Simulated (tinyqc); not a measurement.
What moves the results: interband optics of a two-band s-p chain from momentum matrix elements. A value that a table varies takes the place of the one given here.

H(k) = [[Es - 2 ts cos ka, 2i V sin ka], [-2i V sin ka, Ep_ + 2 tp cos ka]] in the basis s, p; the lower band is full, with two electrons a cell. The velocity operator times hbar is W = dH/dk (eV angstrom); intra-atomic dipoles are left out.

With w(k) = |<c|W|v>|^2 and D(k) = Ec - Ev, on the mesh k_j = (j + 1/2)/N (2 pi/a): eps(E) = 1 + (8 pi e2/(a Ar)) mean_j (w/D^2) [1/(D - E - i eta) + 1/(D + E + i eta)], e2 = e^2/(4 pi eps0); light polarised along the chains, no local fields.

Constants: e^2/(4 pi eps0) = 14.39964547 eV angstrom; hbar^2/2m0 = 3.80998211 eV angstrom^2.

Parameters, chosen for this exercise: a = 2.22 angstrom (period); Es = 2.81 eV (upper orbital (s)); Ep_ = -2.76 eV (lower orbital (p)); ts = 0.61 eV (s-s hopping); tp = 0.57 eV (p-p hopping); V = 0.62 eV (s-p hopping); Ar = 10.3 angstrom^2 (cross-section per chain); eta = 0.3 eV (Lorentzian half width); E = 7.03 eV (photon energy).

## Joint density of states against eps2

Mesh of 2000 points. J(E) = mean of (eta/pi)/((E - D)^2 + eta^2). The fourth column is J times the constant (8 pi^2 e2/(a Ar)) mean(w/D^2). R = |(sqrt(eps) - 1)/(sqrt(eps) + 1)|^2.

Spectrum:

| E (eV) | J (1/eV) | eps2 | eps2 with constant element | eps1 | R |
|---|---|---|---|---|---|
| 2.61 | 0.035 | 0.732 | 0.256 | 3.278 | 0.089 |
| 3.15 | 0.135 | 3.446 | 0.988 | 3.388 | 0.180 |
| 3.69 | 0.162 | 2.544 | 1.189 | -0.243 | 0.246 |
| 4.22 | 0.140 | 0.929 | 1.024 | -0.131 | 0.208 |
| 4.76 | 0.132 | 0.362 | 0.969 | 0.368 | 0.066 |
| 5.30 | 0.133 | 0.222 | 0.975 | 0.763 | 0.008 |
| 5.84 | 0.140 | 0.271 | 1.026 | 1.035 | 0.004 |
| 6.38 | 0.154 | 0.429 | 1.131 | 1.206 | 0.011 |
| 6.92 | 0.181 | 0.697 | 1.329 | 1.273 | 0.024 |
| 7.45 | 0.234 | 1.144 | 1.715 | 1.113 | 0.054 |
| 7.99 | 0.207 | 1.140 | 1.518 | 0.009 | 0.171 |
| 8.53 | 0.051 | 0.269 | 0.373 | 0.169 | 0.144 |

Transitions span 3.210 to 7.930 eV. Among the energies listed J peaks at 7.45 eV and eps2 at 3.15 eV. The ratio of eps2 to the constant-element value is 2.14 at 3.69 eV and 0.67 at 7.45 eV: w/D^2 is 0.735 angstrom^2 at the zone centre and 0.121 at the edge.

## Mesh against broadening

eps2 at E for three widths, and eps(0) at eta = 0; the last row is the mesh of 2000 points.

Convergence:

| N | eta = 0.03 eV | eta = 0.1 eV | eta = 0.3 eV | eps(0) |
|---|---|---|---|---|
| 4 | 0.134 | 0.423 | 0.891 | 1.4164 |
| 8 | 0.322 | 0.826 | 0.927 | 2.0578 |
| 16 | 0.245 | 0.629 | 0.775 | 2.1356 |
| 32 | 2.616 | 1.012 | 0.775 | 2.1359 |
| 64 | 0.408 | 0.742 | 0.771 | 2.1359 |
| 128 | 0.632 | 0.769 | 0.771 | 2.1359 |
| 2000 | 0.760 | 0.770 | 0.771 | 2.1359 |

The first N from which eps2 stays within 2 % of the last row is above 128 for eta = 0.03, 128 for 0.1 and 16 for 0.3 eV; for eps(0) and 0.1 % it is 16. E lies inside the range of transitions, so as a rule the spacing of D between mesh points must fall below eta (less so where the weight w is small at E).

## Static constant against the gap

Es takes the values listed; mesh of 400 points; the Penn-type estimate is 1 + 8 pi c e2 n_eff/(a Ar Dm^2) with Dm the f-weighted mean of D, f = w/(c D), n_eff = 2 mean(f), c = hbar^2/2m0.

Results:

| Es (eV) | smallest D (eV) | Dm (eV) | n_eff | eps(0) | estimate |
|---|---|---|---|---|---|
| 2.51 | 2.910 | 5.145 | 0.385 | 2.428 | 1.876 |
| 2.81 | 3.210 | 5.452 | 0.363 | 2.136 | 1.736 |
| 3.31 | 3.710 | 5.963 | 0.332 | 1.808 | 1.563 |
| 3.81 | 4.210 | 6.472 | 0.306 | 1.598 | 1.441 |
| 4.81 | 5.210 | 7.485 | 0.265 | 1.358 | 1.285 |
| 5.81 | 6.210 | 8.496 | 0.234 | 1.233 | 1.195 |
| 7.81 | 8.210 | 10.510 | 0.189 | 1.116 | 1.103 |

eps(0) - 1 falls from 1.428 to 0.116, as Dm^-3.52; a fixed n_eff would give the power -2, and n_eff goes from 0.385 to 0.189. The single-gap estimate is low by 38.6 % of eps(0) - 1 in the first row and 10.8 % in the last, since 1/D^2 favours the smallest separations. n_eff need not equal the 2 electrons of the cell: a two-orbital basis with chosen hoppings does not obey the free-electron sum rule.

## What moves the optical response

Mesh of 400 points; n_eff = 2 mean(w/(c D)), c = hbar^2/2m0. Each row changes one parameter from the base and keeps the others.

Results:

| case | smallest D (eV) | largest D (eV) | n_eff | eps(0) |
|---|---|---|---|---|
| base | 3.210 | 7.930 | 0.363 | 2.136 |
| a = 2.331 angstrom | 3.210 | 7.930 | 0.400 | 2.193 |
| Es = 3.11 eV | 3.510 | 8.230 | 0.344 | 1.921 |
| ts = 0.732 eV | 2.966 | 8.174 | 0.371 | 2.310 |
| V = 0.682 eV | 3.210 | 7.930 | 0.433 | 2.343 |
| Ar = 11.33 angstrom^2 | 3.210 | 7.930 | 0.363 | 2.033 |

The largest shifts from the base row, up to three for each result and ties (the steps differ in size, so this ranks the rows, not the parameters). smallest D (eV): Es +0.300, ts -0.244; unchanged at the printed digits by a, V and Ar. largest D (eV): Es +0.300, ts +0.244; unchanged at the printed digits by a, V and Ar. n_eff: V +0.070, a +0.037, Es -0.019; unchanged at the printed digits by Ar. eps(0): Es -0.215, V +0.207, ts +0.174.

Program tinyqc; command `OMP_NUM_THREADS=1 python tinyqc.py 1650715 1650716 out.jsonl`; about 0.01 s on one thread of a shared Intel(R) Xeon(R) Processor @ 2.30GHz.
